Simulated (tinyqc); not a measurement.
Inside a calculation: Gamma, L and X subbands of a thin body with non-parabolic valleys. Values are carried at full precision from step to step, so a last printed digit may differ when a step is redone from the rounded ones.

Hard walls, flat band, c = hbar^2/2m0, energies from the bulk Gamma edge. For a valley at angle theta to the normal 1/m_z = cos^2/ml + sin^2/mt and m_d = sqrt(ml mt^2/m_z). Subband n starts at E_v + e with e (1 + a e) = c (n pi/t)^2/m_z, and its density-of-states mass is taken as m_d (1 + 2 a e), without further growth at higher in-plane energy. Groups are named by valley and degeneracy.

Constants: hbar^2/2m0 = 3.80998211 eV angstrom^2; kB = 8.617333262e-05 eV/K.

Values chosen for the exercise (near those of a thin Ge channel; the results hold for these values, not for the real material): face = 110 (surface); mG = 0.0382 m0 (Gamma mass); aG = 1.02 1/eV (Gamma non-parabolicity); EL = -0.151 eV (L edge above Gamma); mL = (1.626, 0.08) m0 (L valleys (four, along <111>): ml, mt); EX = 0.008 eV (X edge above Gamma); mX = (0.874, 0.193) m0 (Delta valleys (six, along <100>): ml, mt); aS = 0.62 1/eV (non-parabolicity of L and X); t = 82 angstrom (body thickness); Ns = 7.7 x 1e12/cm^2 (sheet density); T = 300 K (temperature); eot = 7 angstrom (equivalent oxide thickness).

## Valley groups

List degeneracy, edge, m_z, m_d and a.

Groups:
```
group,g,E_v (eV),m_z,m_d,a (1/eV)
G1,1,0.000,0.0382,0.0382,1.02
L2,2,-0.151,0.2185,0.2182,0.62
L2',2,-0.151,0.0800,0.3607,0.62
X4,4,0.008,0.3162,0.3209,0.62
X2,2,0.008,0.1930,0.4107,0.62
```

## Subband edges

n = 1 to 8 for each group; list the ten lowest.

Subbands:
```
subband,g,E (eV),DOS mass
L2 n=1,2,-0.1258,0.2251
L2' n=1,2,-0.0839,0.3907
L2 n=2,2,-0.0544,0.2444
X4 n=1,4,0.0255,0.3278
X2 n=1,2,0.0365,0.4252
L2 n=3,2,0.0534,0.2736
X4 n=2,4,0.0759,0.3479
L2' n=2,2,0.0920,0.4693
X2 n=2,2,0.1166,0.4660
G1 n=1,1,0.1293,0.0483
```

The lowest subband is L2 n=1, 42 meV below L2' n=1; in the bulk the lowest valley is L.

## Filling and quantum capacitance

n_i = g m/(2 pi c) kB T ln(1 + exp((EF - E_i)/kB T)), sum n_i = Ns (1e12/cm^2 = 1e-4/angstrom^2), c = hbar^2/2m0. Quantum capacitance Cq = 1602.176634 sum g m/(2 pi c) f_i in microfarad/cm^2 with f_i = 1/(1 + exp((E_i - EF)/kB T)); Cox = 34.5313/eot (one gate); C/Cox = Cq/(Cq + Cox), the centroid term left out.

Over the ten listed subbands, named by valley (G, L, X), degeneracy and number.

EF = -0.1131 eV

n_i in the order of the list (1e12/cm^2): 4.704  2.359  0.518  0.066  0.028  0.009  0.010  0.004  0.001  0.000

Cq = 35.23 microfarad/cm^2
Cox = 4.933 microfarad/cm^2
C/Cox = 0.877

EF lies 13 meV above the lowest edge; Gamma holds 0 % of the electrons. The density of states is ample: only 12 % of the gate capacitance is lost.

## Checks

- Cq against the slope dNs/dEF by finite differences, microfarad/cm^2: both 35.23.

tinyqc: `OMP_NUM_THREADS=1 python tinyqc.py 1280965 1280966 out.jsonl`; about 0.06 s, one thread, shared Intel(R) Xeon(R) Processor @ 2.30GHz.
